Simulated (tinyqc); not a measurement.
Inside a calculation. Method: Pariser-Parr-Pople SCF with singles CI, for the molecule Nc1ccc[cH+]cc1 (SMILES; centres numbered as the heavy atoms are written). One step of it, computed by the program tinyqc.

Task: Iteration 3: Fock matrix. F_rr = H_rr + P_rr gamma_rr / 2 + sum_(s != r) P_ss gamma_rs; F_rs = H_rs - P_rs gamma_rs / 2; E = tr P (H + F) / 2 + core repulsion sum_(r<s) z_r z_s gamma_rs.

P after iteration 2, lower triangle:
```
           1N         2C         3C         4C         5C        6C        7C        8C
1N   1.450587
2C   0.568113   1.143824
3C  -0.158026   0.493436   0.917316
4C  -0.247776   0.030375   0.758596   0.913243
5C   0.231512  -0.203028   0.162333   0.504482   0.872236
6C   0.231512  -0.203028  -0.218706   0.078657   0.679448  0.872236
7C  -0.247776   0.030375  -0.124002  -0.048336   0.078657  0.504482  0.913243
8C  -0.158026   0.493436   0.071683  -0.124002  -0.218706  0.162333  0.758596  0.917316
```

core matrix H (eV), lower triangle:
```
            1N          2C          3C          4C          5C          6C          7C          8C
1N  -58.687077
2C   -2.400000  -61.454242
3C    0.000000   -2.560000  -56.033354
4C    0.000000    0.000000   -2.560000  -52.349481
5C    0.000000    0.000000    0.000000   -2.560000  -51.105257
6C    0.000000    0.000000    0.000000    0.000000   -2.560000  -51.105257
7C    0.000000    0.000000    0.000000    0.000000    0.000000   -2.560000  -52.349481
8C    0.000000   -2.560000    0.000000    0.000000    0.000000    0.000000   -2.560000  -56.033354
```

repulsion gamma_rs (eV), lower triangle:
```
           1N         2C         3C         4C         5C         6C         7C         8C
1N  16.800000
2C   8.281656  11.130000
3C   5.569139   7.554085  11.130000
4C   3.728592   5.078081   7.553271  11.130000
5C   3.104980   4.233299   5.079867   7.554938  11.130000
6C   3.104980   4.233299   4.234084   5.079247   7.553862  11.130000
7C   3.728592   5.078081   4.233612   4.233148   5.079247   7.554938  11.130000
8C   5.569139   7.554085   5.080158   4.233612   4.234084   5.079867   7.553271  11.130000
```

Centres (angstrom, eV; a flat drawing with bonds scaled to 1.40 angstrom):

| centre | x | y | core charge z | W | gamma_rr |
|---|---|---|---|---|---|
| 1N | 2.637000 | 0.000000 | 2 | 25.600000 | 16.800000 |
| 2C | 1.237000 | 0.000000 | 1 | 11.160000 | 11.130000 |
| 3C | 0.629000 | 1.261000 | 1 | 11.160000 | 11.130000 |
| 4C | -0.736000 | 1.573000 | 1 | 11.160000 | 11.130000 |
| 5C | -1.830000 | 0.700000 | 1 | 11.160000 | 11.130000 |
| 6C | -1.830000 | -0.700000 | 1 | 11.160000 | 11.130000 |
| 7C | -0.736000 | -1.573000 | 1 | 11.160000 | 11.130000 |
| 8C | 0.629000 | -1.261000 | 1 | 11.160000 | 11.130000 |

Give: F; pi energy.

Result:

F (eV), lower triangle:
```
         1N       2C       3C       4C       5C       6C       7C       8C
1N  -14.585
2C   -4.752  -12.557
3C    0.440   -4.424  -10.661
4C    0.462   -0.077   -5.425  -10.352
5C   -0.359    0.430   -0.412   -4.466  -10.234
6C   -0.359    0.430    0.463   -0.200   -5.126  -10.234
7C    0.462   -0.077    0.262    0.102   -0.200   -4.466  -10.352
8C    0.440   -4.424   -0.182    0.262    0.463   -0.412   -5.425  -10.661
```

pi energy = -119.719 eV
